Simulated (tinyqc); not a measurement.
Off-state leakage of single and stacked transistors: one step of the calculation.

n-channel devices of unit width. Subthreshold current I(Vg, Vs, Vd) = I0 (T/300 K)^0.5 exp[(Vg - Vs - VT(T) - gb (Vs - Vb) + dd (Vd - Vs))/(nf Vt)] (1 - exp(-(Vd - Vs)/Vt)), VT(T) = VT - cT (T - 300 K). Gate-edge tunnelling Ig (Vd/1 V) exp(ag (Vd - 1 V)), for a gate at 0 V, and band-to-band leakage Ab u exp(-Bb/u), u = Vd - Vb + 1 V, flow at a drain held at V; both are taken as independent of T. In a stack of off transistors (all gates at 0 V) the same subthreshold current passes through each.

Question. Leakage of one transistor. Vg = Vs = 0, Vd = V; effective threshold VT(T) - gb Vb - dd V.

Inputs (values chosen for the exercise); values of the order met in bulk silicon logic transistors: temperature T = 358 K; supply voltage V = 1 V; threshold at 300 K, zero drain and body bias VT = 0.35 V; fall of the threshold with temperature cT = 0.9 mV/K; current at threshold at 300 K I0 = 0.61 uA/um; slope factor nf = 1.27; drain-induced lowering per volt dd = 0.15; rise of the threshold per volt of source-body bias gb = 0.08; gate-edge tunnelling current at 1 V Ig = 1e-6 uA/um; exponential slope of the gate current ag = 3.9 1/V; prefactor of band-to-band leakage at the drain Ab = 1 uA/(um V); its exponential voltage Bb = 28 V; body voltage Vb = -0.6 V.

Constants: q = 1.602176634e-19 C, kB = 1.380649e-23 J/K, Vt = kB T/q. Results are converted to the units shown.

Wanted: effective threshold; parts; total; shares.

Answer.

effective threshold = 0.19580 V
parts (nA/um): subthreshold 4.5011, gate edge 0.0010000, band-to-band 0.054696
total = 4.5568 nA/um
shares (%): subthreshold 98.778, gate edge 0.021945, band-to-band 1.2003

The subthreshold part is the largest.

Program tinyqc, `OMP_NUM_THREADS=1 python tinyqc.py 2242173 2242174 out.jsonl`; Intel Xeon 2.30GHz, shared host, one thread, about 0.03 s.
